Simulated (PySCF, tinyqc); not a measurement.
Worked calculation: RHF in the sto-3g basis, for H3+, spin multiplicity 1. The lowest restricted solution is unstable here: a spin-polarised one lies 0.0000 hartree lower (PySCF). One step of it, computed by the program tinyqc.

Question. Iteration 5 (converged): orbitals. Diagonalise F' = X^T F X, C = X C', fill 1 alpha and 1 beta electrons from the bottom; D = 2 C_occ C_occ^T. Each column has its largest component positive (the first on a tie).

converged F (hartree), lower triangle:
```
           1H 1s      2H 1s      3H 1s
1H 1s  -0.629816
2H 1s  -0.536775  -0.535595
3H 1s  -0.473232  -0.287725  -0.515261
```

X, lower triangle:
```
           1H 1s      2H 1s     3H 1s
1H 1s   1.112360
2H 1s  -0.216062   1.069551
3H 1s  -0.177399  -0.034075  1.049810
```

Give: F' = X^T F X; orbital energies; coefficients C; D after iteration 5.

Answer.

F' = X^T F X (hartree), lower triangle:
```
         1        2        3
1  -0.3978
2  -0.3394  -0.3806
3  -0.2879  -0.1072  -0.3980
```

orbital energies (hartree): MO1 -0.8940, MO2 -0.2853, MO3 0.0030

coefficients C:
```
          MO1      MO2      MO3
1H 1s  0.5345  -0.0738   1.0121
2H 1s  0.4234  -0.6887  -0.7337
3H 1s  0.3937   0.8433  -0.5182
```

D after iteration 5, lower triangle:
```
        1H 1s   2H 1s   3H 1s
1H 1s  0.5715
2H 1s  0.4526  0.3585
3H 1s  0.4209  0.3334  0.3101
```
